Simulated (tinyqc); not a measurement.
From results back to parameters: band-to-band tunnelling across a p-n junction in a two-band chain. Four cases, with inputs chosen for the exercise.

Problem. In a uniform field T = exp(-B/F), B = (pi/4) sqrt(m/c) Eg^(3/2), c = hbar^2/2m0, 1 V/angstrom = 100 MV/cm. m is the band-edge mass, the same for both bands (twice the reduced mass). The ratio below comes from a hidden m.

Constants: hbar^2/2m0 = 3.80998211 eV angstrom^2.

Case 1.

Values chosen (out of a larger set: gap and mass near those of InAs; not measured data):
- Eg = 0.36 eV (gap)
- F1 = 1.31 MV/cm (first field)
- F2 = 2.87 MV/cm (second field)

ln(T2/T1) = 0.557510

Case 2.

Values chosen (out of a larger set: gap and mass near those of InAs; not measured data):
- Eg = 0.372 eV (gap)
- F1 = 0.85 MV/cm (first field)
- F2 = 2.64 MV/cm (second field)

ln(T2/T1) = 1.153745

Case 3.

Values chosen (out of a larger set: gap and mass near those of Ge (direct gap); not measured data):
- Eg = 0.774 eV (gap)
- F1 = 0.88 MV/cm (first field)
- F2 = 2.95 MV/cm (second field)

ln(T2/T1) = 4.396763

Case 4.

Values chosen (out of a larger set: gap and mass near those of GaAs; not measured data):
- Eg = 1.459 eV (gap)
- F1 = 0.81 MV/cm (first field)
- F2 = 3.15 MV/cm (second field)

ln(T2/T1) = 18.197533

Find: B; m.

Solution. B is the logarithm over 1/F1 - 1/F2, and m = c (4B/pi)^2/Eg^3 with B in V/angstrom.

Case 1.

B = 1.344 MV/cm
m = 0.0239 m0

Case 2.

B = 1.446 MV/cm
m = 0.0251 m0

Case 3.

B = 5.514 MV/cm
m = 0.0405 m0

Case 4.

B = 19.842 MV/cm
m = 0.0783 m0

Computed by tinyqc, one run a case: `OMP_NUM_THREADS=1 python tinyqc.py N N+1 out.jsonl` with N = 1450153, 1450216, 1450339, 1450360; one thread of a shared Intel(R) Xeon(R) Processor @ 2.30GHz, about 0.01 s a run at most.
